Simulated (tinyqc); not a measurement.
## Charge-trap memory cell: threshold shift against programming time

Channel, tunnel oxide, storage layer, blocking layer, gate. N electrons per area sit in a sheet at the centroid and shift the threshold by U = (q/eps0) N (tb/eb + xc tn/en). EOT = t1 + 3.9 (tn/en + tb/eb); tunnel field F = (Vg - U)/EOT; dN/dt = eta (J/q)(1 - N/Nm). Fowler-Nordheim: J = A F^2 exp(-B/F), A = q^2/(16 pi^2 hbar mo phi) (times 1e14 for A/cm^2 with F in V/nm, emitter mass m0), B = (4/3) sqrt(mo/C) phi^1.5, C = hbar^2/(2 m0).

The rate equation is integrated from N = 0 to the digits shown; blocking field (3.9 F + q N/eps0)/eb.

Parameters, values chosen for the exercise; oxide values close to those of silicon dioxide, storage layer close to silicon nitride, blocking layer close to aluminium oxide: tunnel barrier phi = 3.06 eV; tunnelling mass mo = 0.44 m0; tunnel oxide (permittivity 3.9) t1 = 4 nm; storage layer tn = 8.5 nm; its relative permittivity en = 7.3; blocking layer tb = 10.7 nm; its relative permittivity eb = 9; charge centroid, share of tn counted from the blocking side xc = 0.46; capture efficiency of an empty layer eta = 0.38; trap density Nm = 2.5e13 cm^-2; gate voltage less flat band and surface potential Vg = 15.1 V.

Constants: q = 1.602176634e-19 C, hbar = 1.054571817e-34 J s, m0 = 9.1093837015e-31 kg, eps0 = 8.8541878128e-14 F/cm where lengths are in cm, hbar^2/(2 m0) = 0.0380998212 eV nm^2. Results are converted to the units shown.

Threshold shift against programming time:
```
t (s)	N/Nm	U (V)	F (V/nm)	blocking field (V/nm)
2.9e-6	0.02279	0.1778	1.132	0.5022
1.6e-5	0.08115	0.6331	1.098	0.5165
8.5e-5	0.1774	1.384	1.041	0.5402
0.00046	0.2818	2.198	0.9790	0.5659
0.0025	0.3782	2.951	0.9220	0.5896
0.014	0.4660	3.635	0.8700	0.6112
0.074	0.5417	4.226	0.8252	0.6299
0.4	0.6106	4.764	0.7844	0.6468
2.2	0.6733	5.253	0.7472	0.6623
```

U rises from 0.178 to 5.25 V, by 0.661 V a decade at the end. In the last row the falling field has cut J by a factor of 1.88e5, and filling has cut the capture by 3.06. In 1 of the rows F t1 has dropped below phi, where direct tunnelling would add to the Fowler-Nordheim current. The blocking field reaches 6.62 MV/cm, where electrons may escape to the gate, which the model leaves out.

Range of the model: The Fowler-Nordheim form needs F t1 above phi; trap-assisted paths and leakage through the blocking layer are left out.

tinyqc, about 0.08 s, one thread, Intel Xeon 2.30GHz (shared host): `OMP_NUM_THREADS=1 python tinyqc.py 2130163 2130164 out.jsonl`
